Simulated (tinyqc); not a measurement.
Worked calculation: coupled-perturbed Hartree-Fock on RHF in the 6-31g basis, for H4, spin multiplicity 1. One step of it, computed by the program tinyqc.

Task: Response to a field: uncoupled start. Field along y; U_ai = -mu_ai / (e_a - e_i), alpha = -4 sum U_ai mu_ai.

orbital energies (hartree): MO1 -0.748093, MO2 -0.419609, MO3 0.124432, MO4 0.356406, MO5 0.806229, MO6 0.839342, MO7 1.240304, MO8 1.395442

dipole integrals <a|y|i> (bohr):
```
           i1        i2
a3   0.000000  0.000000
a4   0.000000  0.000000
a5  -0.173543  0.000000
a6   0.000000  0.323156
a7   0.000000  0.000000
a8   0.000000  0.000000
```

Give: uncoupled U; uncoupled polarisability.

Result:

uncoupled U:
```
        i1       i2
a3  0.0000   0.0000
a4  0.0000   0.0000
a5  0.1117   0.0000
a6  0.0000  -0.2567
a7  0.0000   0.0000
a8  0.0000   0.0000
```

uncoupled polarisability = 0.4093 bohr^3
